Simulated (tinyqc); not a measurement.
Gaps across the alloy: virtual-crystal alloy A(1-x)B(x) in sp3s* tight binding.

sp3s* tight binding, nearest neighbours only: anion (a) at 0, cation (c) at a/4 (1,1,1), orbitals s, px, py, pz, s* on each; k in units of 2 pi/a. With phases e_j = exp(i (pi/2) k.n_j) for n = (1,1,1), (1,-1,-1), (-1,1,-1), (-1,-1,1): g0 = (e1+e2+e3+e4)/4, g1 = (e1+e2-e3-e4)/4, g2 = (e1-e2+e3-e4)/4, g3 = (e1-e2-e3+e4)/4. The diagonal holds the levels Esa, Epa, Exa (s*) and Esc, Epc, Exc. Anion-cation block: <sa|sc> = Vss g0; <sa|xc> = Vsapc g1; <xa|sc> = -Vscpa g1; <xa|xc> = Vxx g0; <xa|yc> = <ya|xc> = Vxy g3, <xa|zc> = <za|xc> = Vxy g2, <ya|zc> = <za|yc> = Vxy g1; <s*a|xc> = Vxapc g1; <xa|s*c> = -Vpaxc g1; y and z take g2 and g3 in place of g1; s-s* and s*-s* vanish.

Virtual crystal: a(x) = (1 - x) aA + x aB (Vegard); the six levels are averaged linearly; the seven couplings follow Harrison's rule, V(x) a(x)^2 = (1 - x) V_A aA^2 + x V_B aB^2. No spin-orbit coupling and no disorder. Gaps are measured from the top of the valence band at Gamma; the Delta value is the minimum on (kx,0,0) for kx from 0.5 to 1.

Inputs chosen for the exercise (A near a published set for Si, B for Ge; such sets place X and L only to about 0.5 eV; shifted at random, so the results belong to these values and not to a real crystal): aA = 5.431 angstrom (lattice constant of A); aB = 5.659 angstrom (of B); pA = (-4.198, 1.711, -4.198, 1.711, 6.696, 6.696, -8.267, 1.714, 4.593, 5.734, 5.734, 5.389, 5.389) eV (order Esa, Epa, Esc, Epc, Exa, Exc, Vss, Vxx, Vxy, Vsapc, Vscpa, Vxapc, Vpaxc); pB = (-5.89, 1.606, -5.89, 1.606, 6.415, 6.415, -6.799, 1.61, 4.919, 5.47, 5.47, 5.219, 5.219) eV (the same for B).

Bowing b from E(x) = (1 - x) E(0) + x E(1) - b x (1 - x), taken at x = 0.5.

Gaps (eV):
```
x,a (angstrom),Gamma,Delta,L
0.000,5.4310,3.4280,1.1707,2.4863
0.125,5.4595,3.4007,1.1256,2.2610
0.250,5.4880,3.2606,1.0801,2.0385
0.375,5.5165,2.8605,1.0344,1.8188
0.500,5.5450,2.4641,0.9883,1.6022
0.625,5.5735,2.0712,0.9419,1.3889
0.750,5.6020,1.6817,0.8952,1.1791
0.875,5.6305,1.2957,0.8483,0.9728
1.000,5.6590,0.9130,0.8010,0.7702
```

bowing (eV): Gamma -1.174, Delta -0.010, L 0.104

The lowest valley changes from the Delta line to L near x = 0.98 (linear estimate between rows). The bowing is -1.174 (Gamma), -0.010 (Delta) and +0.104 eV (L); a positive value means that the gap sags below the straight line. At Gamma the lowest empty level is s-like at one end and p-like at the other, so that column has a kink and its b is no true bowing. The virtual crystal leaves out the part of the bowing that comes from disorder and bond relaxation, and this model places the Delta and L valleys only roughly, so crossings, or their absence, can differ from those of the real alloy.

tinyqc: `OMP_NUM_THREADS=1 python tinyqc.py 1450494 1450495 out.jsonl`; about 0.06 s, one thread, shared Intel(R) Xeon(R) Processor @ 2.30GHz.
